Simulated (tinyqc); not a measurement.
# Changing the width sigma_m of the model charge

Model: correction of a charged-defect supercell by a model charge and potential alignment (plane-averaged potentials). Computed by tinyqc, a small Python program. Command: `OMP_NUM_THREADS=1 python tinyqc.py 3111724 3111725 out.jsonl align sweep`. One thread of a shared host (Intel(R) Xeon(R) Processor @ 2.30GHz), about 0.02 s of CPU time with the checks.

The "true" defect charge is (1 - x) q in a Gaussian of width sigma plus x q in one of width sigma_t, so the exact answer is known; the correction sees only a single model Gaussian of width sigma_m. A Gaussian of width s has the transform rho(G) = exp(-G^2 s^2/2), normalised to 1. A uniform background cancels q, so G = 0 is left out. Potentials are those felt by a unit positive charge. E_0 is the formation energy of the isolated defect, E_cell its value in the supercell, E_lat = E_iso - E_per of the model charge, C the true less the model potential far from the defect; the exact correction is E_0 - E_cell, and the error of a scheme is E_cell plus its correction less E_0.

Inputs (values chosen for the exercise, with screening close to that of SiO2):

| quantity | value | unit |
|---|---|---|
| defect charge q | 2 | e |
| dielectric constant eps | 3.95 | - |
| edge of the cubic cell L | 14.7 | angstrom |
| width sigma of the true defect charge | 1.1 | angstrom |
| share x of the charge in a wide tail | 0 | - |
| width sigma_t of the tail | 2.4 | angstrom |
| formation energy of the isolated defect E_0 | 4.76 | eV |

Constants: e^2/(4 pi eps_0) = 14.39964548 eV angstrom.

Method:
- Periodic energy E_per = (2 pi q^2/(eps L^3)) (e^2/(4 pi eps_0)) sum_(G != 0) rho(G)^2/G^2, G = (2 pi/L)(n1, n2, n3), |n_i| <= 16. Isolated energy: two Gaussians of charges q_a, q_b and widths a, b interact by q_a q_b (e^2/(4 pi eps_0 eps)) sqrt(2/pi)/sqrt(a^2 + b^2), and the self-energy is half the sum over pairs.
- Supercell value E_cell = E_0 + E_per - E_iso for the true charge.
- E_lat = E_iso - E_per for the model charge; point-charge value alpha q^2 e^2/(4 pi eps_0 eps 2 L) with alpha = 2.837297.
- Plane-averaged potential at distance z from the defect: V(z) = (4 pi q/(eps L^3)) (e^2/(4 pi eps_0 e)) sum_(m != 0) rho(G_m) cos(G_m z)/G_m^2, G_m = 2 pi m/L, |m| <= 40.
- C = difference at z = L/2; E_corr = E_cell + E_lat - q C. For charges that have died out at L/2, C = (2 pi q/(eps L^3)) (e^2/(4 pi eps_0 e)) (<s^2> - sigma_m^2), <s^2> = (1 - x) sigma^2 + x sigma_t^2.

One run for each value:

| width sigma_m of the model charge (angstrom) | E_lat (eV) | alignment C (V) | error without alignment (meV) | error with alignment (rounded to 1e-4 meV) (meV) |
|---|---|---|---|---|
| 0.73 | 1.392 | 0.00976 | 19.53 | 0 |
| 0.83 | 1.387 | 0.00752 | 15.03 | 0 |
| 1.00 | 1.378 | 0.00303 | 6.06 | 0 |
| 1.10 | 1.372 | 0.00000 | 0.00 | 0 |
| 1.20 | 1.366 | -0.00332 | -6.63 | 0 |
| 1.30 | 1.359 | -0.00692 | -13.84 | 0 |
| 1.40 | 1.351 | -0.01082 | -21.63 | 0 |

Give the missing row, width sigma_m of the model charge (angstrom) = 0.93.

Computed row; columns: (1) width sigma_m of the model charge (angstrom); (2) E_lat (eV); (3) alignment C (V); (4) error without alignment (meV); (5) error with alignment (rounded to 1e-4 meV) (meV):
```
(1)     (2)      (3)   (4)  (5)
0.93  1.382  0.00498  9.95    0
```

Interpolating between the two neighbouring rows (linearly) misses by up to 2.0 %. Over the rows, E_lat (eV) falls from 1.39 to 1.35 (exponent d ln y / d ln x -0.025 between the first rows and -0.078 between the last); alignment C (V) falls from 0.00976 to -0.0108; error without alignment (meV) falls from 19.5 to -21.6. E_lat and q C each change with the model width, by 41 and 41 meV over the rows, while the aligned error changes by 0.0 meV.
